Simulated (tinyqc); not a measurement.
Off-state leakage of single and stacked transistors: one step of the calculation.

n-channel devices of unit width. Subthreshold current I(Vg, Vs, Vd) = I0 (T/300 K)^0.5 exp[(Vg - Vs - VT(T) - gb (Vs - Vb) + dd (Vd - Vs))/(nf Vt)] (1 - exp(-(Vd - Vs)/Vt)), VT(T) = VT - cT (T - 300 K). Gate-edge tunnelling Ig (Vd/1 V) exp(ag (Vd - 1 V)), for a gate at 0 V, and band-to-band leakage Ab u exp(-Bb/u), u = Vd - Vb + 1 V, flow at a drain held at V; both are taken as independent of T. In a stack of off transistors (all gates at 0 V) the same subthreshold current passes through each.

Question. New Vx. Stack of two, Vx the node between them: I_low = I(0, 0, Vx), I_up = I(0, Vx, V), f = ln(I_up/I_low), f' = -(1 + gb + 2 dd)/(nf Vt) - 1/(Vt (exp(Vx/Vt) - 1)) - 1/(Vt (exp((V - Vx)/Vt) - 1)), Vx(new) = Vx - f/f'.

Values chosen for this exercise; values of the order met in bulk silicon logic transistors:

| symbol | value | unit | meaning |
|---|---|---|---|
| T | 398 | K | temperature |
| V | 0.7 | V | supply voltage |
| VT | 0.3 | V | threshold at 300 K, zero drain and body bias |
| cT | 0.6 | mV/K | fall of the threshold with temperature |
| I0 | 0.82 | uA/um | current at threshold at 300 K |
| nf | 1.5 |  | slope factor |
| dd | 0.08 |  | drain-induced lowering per volt |
| gb | 0.16 |  | rise of the threshold per volt of source-body bias |
| Vb | 0 | V | body voltage |

Constants: q = 1.602176634e-19 C, kB = 1.380649e-23 J/K, Vt = kB T/q. Results are converted to the units shown.

Vx at the start = 0.042 V

Give: I_low; I_up; f; f'; Vx after iteration 1.

Answer.

I_low = 6.550 nA/um
I_up = 9.378 nA/um
f = 0.3588
f' = -37.79 1/V
Vx after iteration 1 = 0.05150 V

Numbers from tinyqc (`OMP_NUM_THREADS=1 python tinyqc.py 2242055 2242056 out.jsonl`; about 0.03 s on one thread of a shared Intel Xeon 2.30GHz).
